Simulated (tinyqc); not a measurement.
A ladder of methods, and size consistency: correlation methods against full CI in the 6-311g basis, for H2, spin multiplicity 1. Computed by the program tinyqc with PySCF. 

Geometry (angstrom):
```
atom       x       y       z
H     0.0000  0.0000  0.0000
H     0.0000  0.0000  0.8480
```

RHF energy of one = -1.120378 hartree

All electrons correlated; +Q is the Davidson correction (1 - c0^2) E_corr. The last columns treat two copies 100 angstrom apart as one system. FCI is the lowest singlet.

Correlation energies (hartree):
```
method   E_corr of one  share of FCI (%)  E_corr of two at 100 angstrom  two minus twice one (mhartree)
MP2          -0.018884           67.4980                      -0.037768                          0.0000
CISD         -0.027977          100.0000                      -0.054889                          1.0661
CISD+Q       -0.028533          101.9858                      -0.056935                          0.1306
CCSD         -0.027977          100.0000                      -0.055955                          0.0000
CCSD(T)      -0.027977          100.0000                      -0.055955                          0.0000
FCI          -0.027977          100.0000                              -                               -
```

MP2 recovers 67 %, CISD 100.0 % and CCSD 100.0 % of the FCI value (c0^2 = 0.980 in CISD). MP2 and coupled cluster are size consistent, so their last column vanishes; CISD loses 1.07 mhartree, since a double excitation on each copy is a quadruple of the pair, and the Davidson correction leaves +0.13. With two electrons, or one virtual orbital, CISD and CCSD are exact for one copy, so +Q overshoots there.
